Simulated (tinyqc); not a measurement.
# Double-gate transistor below threshold, two-dimensional Poisson equation on a small mesh: several studies

Half of a symmetric double-gate structure: row 0 is the mid-plane of the body, where the normal field vanishes. Mobile charge is neglected (subthreshold), the body is fully depleted, and potentials are counted from the intrinsic level; rows run upward to the gate, columns from source to drain.

Values chosen for this exercise; semiconductor permittivity close to that of gallium nitride: temperature T = 300 K; relative permittivity of the semiconductor eps_r = 9.66; relative permittivity of the insulator eox = 7.5; half the body thickness tb = 3 nm; insulator thickness tox = 2.7 nm; channel length L = 27 nm; acceptor density of the depleted body Na = 0 cm^-3; potential of the source Vbi = 0.52 V; gate offset Vfb = -0.03 V; gate voltage Vg = 0 V; drain voltage Vd = 1 V.

Constants: q = 1.602176634e-19 C, kB = 1.380649e-23 J/K, Vt = kB T/q, eps0 = 8.8541878128e-14 F/cm where lengths are in cm. Results are converted to the units shown.

Each table varies one quantity; the others keep the values above.

## Effect of half the body thickness

Mesh: rows i = 0..12 in the semiconductor (step hs = tb/12, row 12 on the interface), then 8 step(s) ho = tox/8 up to the gate row 20; columns j = 0..80 (step hy = L/80). Box integration, divided by eps0: up_i = eps hy/h of the interval above row i, dn_i = that of the interval below (0 for row 0), lat_i = (sum of eps h/2 over the intervals above and below)/hy, s_i = -q Na w_i hy/eps0 with w_i the semiconductor height of the box (hs/2 for row 0 and the interface row, hs between, 0 in the insulator). Each free node obeys (up + dn + 2 lat) psi = up psi(above) + dn psi(below) + lat [psi(left) + psi(right)] + s. Fixed values: gate row Vg - Vfb; column 0 at Vbi and the last column at Vbi + Vd in the semiconductor, each running linearly to Vg - Vfb across the insulator. The system is solved directly. On row 0 the minimum of psi and its place come from a parabola through the three lowest nodes; barrier = Vbi - minimum, swing = Vt ln 10/(d psi/dVg), DIBL = (d psi/dVd)/(d psi/dVg) there. Lambda = pi/k with k the smallest positive root of tan(k tox) tan(k tb) = eox/eps_r.

Effect of half the body thickness:

| tb (nm) | L/Lambda | barrier (V) | place y/L | swing (mV/decade) | DIBL (mV/V) |
|---|---|---|---|---|---|
| 1.2 | 3.227 | 0.4788 | 0.4450 | 60.44 | 3.816 |
| 1.6 | 2.905 | 0.4709 | 0.4390 | 61.11 | 6.568 |
| 2.1 | 2.590 | 0.4580 | 0.4315 | 62.23 | 11.22 |
| 2.8 | 2.257 | 0.4347 | 0.4214 | 64.36 | 20.02 |
| 3.6 | 1.974 | 0.4021 | 0.4098 | 67.61 | 33.29 |
| 4.8 | 1.667 | 0.3453 | 0.3919 | 74.20 | 59.51 |

As tb goes from 1.2 to 4.8 nm, the barrier falls from 0.479 to 0.345 V, the swing rises from 60.4 to 74.2 mV a decade and DIBL rises from 3.82 to 59.5 mV/V; the ideal swing is 59.5. L/Lambda goes from 3.2 to 1.7. For tb = 1.2 to 2.1 nm the body is under 5 nm thick, where quantum confinement matters.

## Choice of the relaxation factor

Mesh: rows i = 0..3 in the semiconductor (step hs = tb/3, row 3 on the interface), then 2 step(s) ho = tox/2 up to the gate row 5; columns j = 0..7 (step hy = L/7). Sweeps go row by row from row 0, left to right, psi(new) = psi + omega (t - psi) with t the value that solves the node equation for the newest neighbours; free nodes start at zero; stop when the largest change is below 1e-7 V.

Results:

| omega | sweeps |
|---|---|
| 1 | 160 |
| 1.1 | 133 |
| 1.2 | 109 |
| 1.3 | 88 |
| 1.4 | 69 |
| 1.5 | 50 |
| 1.6 | 34 |
| 1.7 | 44 |
| 1.9 | 147 |

Estimate the missing row, omega = 1.8.

Computed row:

| omega | sweeps |
|---|---|
| 1.8 | 71 |

With this row back in the table: Gauss-Seidel (omega = 1) takes 160 sweeps; the fewest, 34, are at omega = 1.6, and omega = 1.9 takes 147. The Jacobi matrix of this mesh has spectral radius rho = 0.9617, so theory puts the best factor at 2/(1 + sqrt(1 - rho^2)) = 1.57.

## Effect of the drain voltage

Same model as above.

Result of one run:

| Vd (V) | L/Lambda | barrier (V) | place y/L | swing (mV/decade) | DIBL (mV/V) |
|---|---|---|---|---|---|
| 0.85 | 2.179 | 0.4303 | 0.4262 | 64.93 | 24.23 |

What becomes of these results when the drain voltage Vd is changed from 0.85 to 0.05 V, all else the same?

Result of the changed run:

| Vd (V) | L/Lambda | barrier (V) | place y/L | swing (mV/decade) | DIBL (mV/V) |
|---|---|---|---|---|---|
| 0.05 | 2.179 | 0.4521 | 0.4929 | 64.27 | 37.89 |

The whole series:

| Vd (V) | L/Lambda | barrier (V) | place y/L | swing (mV/decade) | DIBL (mV/V) |
|---|---|---|---|---|---|
| 0.05 | 2.179 | 0.4521 | 0.4929 | 64.27 | 37.89 |
| 0.25 | 2.179 | 0.4456 | 0.4698 | 64.37 | 32.39 |
| 0.45 | 2.179 | 0.4400 | 0.4523 | 64.54 | 28.79 |
| 0.65 | 2.179 | 0.4349 | 0.4381 | 64.73 | 26.20 |
| 0.85 | 2.179 | 0.4303 | 0.4262 | 64.93 | 24.23 |
| 1.05 | 2.179 | 0.4260 | 0.4160 | 65.14 | 22.65 |

As Vd goes from 0.05 to 1.05 V, the barrier falls from 0.452 to 0.426 V, the swing rises from 64.3 to 65.1 mV a decade and DIBL falls from 37.9 to 22.7 mV/V; the ideal swing is 59.5. The barrier top moves from y/L = 0.493 to 0.416, towards the source.

Numbers from tinyqc (`OMP_NUM_THREADS=1 python tinyqc.py 2480005 2480006 out.jsonl`; about 0.1 s on one thread of a shared Intel Xeon 2.30GHz).
